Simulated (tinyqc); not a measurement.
# Resistance of a tapered via with liner, size effect and interface: what changes with what

A round via whose diameter grows from db at the bottom as D(z) = db + 2 z/tan(ang). The fill, of diameter D - 2 tl, starts above the bottom liner (thickness fb tl) and has rho = rho0 (1 + ks lam/(D - 2 tl)); the sidewall liner conducts in parallel with it. The bottom liner and the interface are crossed over the full area pi db^2/4. Spreading in the lines above and below is left out.

Parameters, values chosen for the exercise; fill metal close to ruthenium: diameter at the bottom db = 39 nm; height hv = 56 nm; sidewall angle ang = 89 degrees; bulk resistivity of the fill rho0 = 7.92 uohm cm; mean free path of the fill lam = 6.68 nm; size-effect factor ks = 1.6; liner on the sidewall tl = 0.3 nm; liner at the bottom over that on the sidewall fb = 1; resistivity of the liner rl = 380 uohm cm; interface resistivity at the bottom ri = 1.4e-12 ohm cm^2; ballistic conductance per area, about 3/(4 rho0 lam) Sb = 1.5e15 S/m^2; bulk resistivity of the second fill (close to copper) rho2 = 1.65 uohm cm; its mean free path lam2 = 40.9 nm; its liner tl2 = 1.6 nm.

Each table varies one quantity; the others keep the values above.

## Via resistance against the diameter at the bottom

Slices between z0 = fb tl and hv, evaluated at their midpoints: conductance per length pi/4 [(D - 2 tl)^2/rho + (D^2 - (D - 2 tl)^2)/rl], slice resistance = slice height over that. 2000 slices. R_fill = sum of the slices; R_bottom = rl fb tl/(pi db^2/4); R_interface = ri/(pi db^2/4); ballistic (Sharvin) limit 1/(Sb pi (db - 2 tl)^2/4); ideal cylinder rho0 hv/(pi db^2/4).

Result of one run:
```
db (nm),R_fill (ohm),R_bottom (ohm),R_interface (ohm),R (ohm),ballistic limit (ohm),R over ideal cylinder,largest part
22,16.58,2.999,0.3683,19.95,1.853,1.710,fill
```

What becomes of these results when the diameter at the bottom db is changed from 22 to 42 nm, all else the same?

Result of the changed run:
```
db (nm),R_fill (ohm),R_bottom (ohm),R_interface (ohm),R (ohm),ballistic limit (ohm),R over ideal cylinder,largest part
42,3.915,0.8228,0.1011,4.839,0.4952,1.512,fill
```

The whole series:
```
db (nm),R_fill (ohm),R_bottom (ohm),R_interface (ohm),R (ohm),ballistic limit (ohm),R over ideal cylinder,largest part
6,378.7,40.32,4.951,424.0,29.11,2.703,fill
8.3,168.4,21.07,2.588,192.0,14.32,2.342,fill
11,84.60,12.00,1.473,98.07,7.848,2.101,fill
16,34.66,5.670,0.6963,41.03,3.579,1.860,fill
22,16.58,2.999,0.3683,19.95,1.853,1.710,fill
30,8.227,1.613,0.1981,10.04,0.9820,1.600,fill
42,3.915,0.8228,0.1011,4.839,0.4952,1.512,fill
58,1.949,0.4315,0.05299,2.434,0.2576,1.450,fill
80,0.9847,0.2268,0.02785,1.239,0.1346,1.405,fill
```

R falls from 424 to 1.24 ohm. The fill is the largest part at db = 6 and in all other rows. R goes as db^(-2.44) between the first two rows and db^(-2.10) between the last two; area alone gives -2.

## Via resistance against the liner on the sidewall

Same model as above.

2000 slices.

The same in every row: R_interface (ohm) = 0.1172.

Result of one run:
```
tl (nm),R_fill (ohm),R_bottom (ohm),R (ohm),ballistic limit (ohm),R over ideal cylinder,largest part
2.9,5.943,9.225,15.29,0.7701,4.117,bottom liner
```

What becomes of these results when the liner on the sidewall tl is changed from 2.9 to 1.1 nm, all else the same?

Result of the changed run:
```
tl (nm),R_fill (ohm),R_bottom (ohm),R (ohm),ballistic limit (ohm),R over ideal cylinder,largest part
1.1,4.959,3.499,8.575,0.6268,2.310,fill
```

The whole series:
```
tl (nm),R_fill (ohm),R_bottom (ohm),R (ohm),ballistic limit (ohm),R over ideal cylinder,largest part
0,4.481,0,4.598,0.5581,1.239,fill
0.6,4.732,1.909,6.758,0.5941,1.820,fill
1.1,4.959,3.499,8.575,0.6268,2.310,fill
1.7,5.256,5.408,10.78,0.6698,2.904,bottom liner
2.3,5.583,7.316,13.02,0.7173,3.506,bottom liner
2.9,5.943,9.225,15.29,0.7701,4.117,bottom liner
3.4,6.274,10.82,17.21,0.8187,4.634,bottom liner
4,6.710,12.72,19.55,0.8833,5.266,bottom liner
```

R rises from 4.60 to 19.6 ohm. The fill is the largest part at tl = 0, the bottom liner from 1.7 on. The share of the two bottom terms goes from 2.55 to 65.7 %.

## Two fill metals against the diameter

2000 slices. R_fill = sum of the slices; R_bottom = rl fb tl/(pi db^2/4); R_interface = ri/(pi db^2/4). The second fill has rho2, lam2 and tl2 in place of rho0, lam and tl.

Two fill metals against the diameter:
```
db (nm),"R, first fill (ohm)","R, second fill (ohm)",ratio second/first
6,424.0,1542,3.638
8.5,181.3,429.8,2.370
12,79.92,145.5,1.820
17,35.72,55.55,1.555
24,16.43,23.35,1.421
35,7.172,9.641,1.344
49,3.480,4.548,1.307
70,1.638,2.104,1.284
100,0.7796,0.9913,1.272
```

Read the table: what changes, and by how much?

The ratio goes from 3.64 to 1.27. The first fill gives the lower R in every row.

Numbers from tinyqc (`OMP_NUM_THREADS=1 python tinyqc.py 2750020 2750021 out.jsonl`; about 0.01 s on one thread of a shared Intel Xeon 2.30GHz).
